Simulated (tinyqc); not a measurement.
Microkinetic model of low-temperature epitaxy from hydride gases: adsorption, hydrogen desorption and rate control: one step, computed by the program tinyqc. Command: `OMP_NUM_THREADS=1 python tinyqc.py 3016101 3016102 out.jsonl hepi walk`. One thread of a shared host (Intel(R) Xeon(R) Processor @ 2.30GHz), about 0.01 s of CPU time with the checks.

Each hydride molecule needs two free sites and leaves four hydrogen atoms, of which two leave at once as H2; theta is the hydrogen coverage, the site density is 6.78 per nm^2 and one layer is 1.358 angstrom thick.

Question. Degrees of rate control. With k the hydride and k_H the hydrogen adsorption rate on free pairs and k_d the desorption rate, steady state: 2 (k + k_H)(1 - theta)^2 = k_d theta^2; growth rate R = k (1 - theta)^2 layers/s; 1 layer/s = 8.148 nm/min. X_i = d ln R/d ln k_i at fixed other constants. With f = 1 - theta and a = 2/f + 2/theta: d ln f/d ln k_d = 1/(a f), so X_d = 2/(a f), X_k = 1 - X_d k/(k + k_H), X_H = -X_d k_H/(k + k_H); they sum to 1.

Inputs (values chosen for the exercise, close to those used for silane and germane, with second-order desorption as on Si(111) but the site density of Si(001)): temperature T = 700 C.

Film: silicon-germanium. Order of hydrogen desorption: second.

hydrogen coverage theta = 0.3781684

k = 4.587710 1/s

k_H = 0 1/s

Give: X_d (desorption); X_k (hydride adsorption); X_H (hydrogen adsorption).

Answer.

X_d (desorption) = 0.3782

X_k (hydride adsorption) = 0.6218

X_H (hydrogen adsorption) = 0

Caution: layer thickness and site density of silicon are kept, and strain and surface segregation of germanium are ignored, which matters at this fraction.
